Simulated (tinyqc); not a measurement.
# Strained alloy layer of GaSb and GaAs on (001) InP, model-solid band line-up: gaps, strain and offsets against composition

The layer is x parts of the first compound and 1 - x of the second, grown coherently on the third as substrate and barrier. Rows of the table: lattice constant a, average valence level Ea on an absolute scale, spin-orbit splitting so, gaps at Gamma, X and L, hydrostatic deformation potentials av and ac (Gamma), shear potential b, elastic constants, electron and heavy-hole (along z) masses. All are interpolated linearly in x; gaps get -C x (1 - x), taken wholly in the conduction band; real line-ups can differ from this model by 0.1 eV or more.

In-plane strain e = (a_substrate - a)/a, e_z = -2 (c12/c11) e, volume change 2 e + e_z. With v = 2 e + e_z and d = 2 b (e_z - e): Eav = Ea + av v; E_hh = Eav + so/3 - d/2; E_lh = Eav - so/6 + d/4 + sqrt(so^2 + so d + 9 d^2/4)/2; E_c = Ea + so/3 + EG + ac v (Gamma). Substrate: E_v = Ea + so/3, E_c = E_v + EG. Well depths: dEc = E_c(substrate) - E_c, dEhh = E_hh - E_v(substrate), dElh likewise; strained Gamma gap E_c - max(E_hh, E_lh); positive values confine carriers in the layer. Matthews-Blakeslee for 60-degree dislocations in a single layer: hc = k (ln(hc/bv) + 1), k = bv (1 - nu/4)/(4 pi |e| (1 + nu)), nu = c12/(c11 + c12), bv = a/sqrt(2); the larger root. The valence offset is the larger of dEhh and dElh; a dash marks |e| under 0.02 % or no root.

Inputs (values chosen for the exercise): bowing of the Gamma gap CG = 1.43 eV; bowing of the X gap CX = 1.2 eV; bowing of the L gap CL = 1.2 eV.

Binary compounds, values chosen for the exercise:
```
              close to GaSb  close to GaAs  close to InP
a (angstrom)          6.096          5.653         5.869
Ea (eV)               -6.25          -6.92         -7.04
so (eV)               0.752          0.336          0.11
EG (eV)               0.725           1.42          1.34
EX (eV)                1.03            1.9          2.17
EL (eV)               0.811            1.7          1.92
av (eV)               0.793           1.15          1.26
ac (eV)               -6.92          -7.19         -4.97
b (eV)                   -2          -1.72         -1.72
c11 (GPa)              87.3            119           101
c12 (GPa)              40.1           53.6            56
me (m0)              0.0392         0.0676        0.0796
mh (m0)               0.251          0.353         0.536
```

Gaps, strain and offsets against composition:
columns A: x; B: e (%); C: relaxed Gamma gap (eV); D: lower of X and L gaps (eV); E: strained Gamma gap (eV); F: E_hh - E_lh (meV); G: dEc (eV); H: valence offset (eV); I: hc (nm)
```
A            B       C       D       E       F         G       H     I
0.25     1.826  0.9781   1.253  0.7372  -139.5    0.1069  0.4960  4.15
0.31     1.359  0.8987   1.168  0.7223  -102.0    0.1010  0.5167  6.29
0.38    0.8187  0.8190   1.079  0.7149  -60.10   0.08184  0.5433  12.4
0.44    0.3605  0.7618   1.013  0.7168  -25.95   0.05486  0.5683  34.9
0.5   -0.09362  0.7150  0.9555  0.7199   6.606   0.01812  0.6020   175
0.56   -0.5436  0.6784  0.9065  0.7063   37.59  -0.02836  0.6620  21.1
0.62   -0.9896  0.6522  0.8661  0.7021   67.05  -0.08461  0.7225  9.83
0.69    -1.505  0.6346  0.8299  0.7090   99.62   -0.1626  0.7936  5.61
0.75    -1.942  0.6306  0.8083  0.7250   126.1   -0.2400  0.8549  3.93
```

The relaxed Gamma gap falls from 0.978 to 0.631 eV and the strained one moves up and down between 0.702 and 0.737 eV. The lattice matches the substrate at x = 0.488; the heavy hole is on top where the layer is compressed (e < 0) and the light hole where it is stretched. dEc falls from 0.107 to -0.240 eV and the valence offset rises from 0.496 to 0.855 eV. At the largest strain listed, -1.94 %, strain changes the gap by 94.4 meV.

Numbers from tinyqc (`OMP_NUM_THREADS=1 python tinyqc.py 2690117 2690118 out.jsonl`; about 0.01 s on one thread of a shared Intel Xeon 2.30GHz).
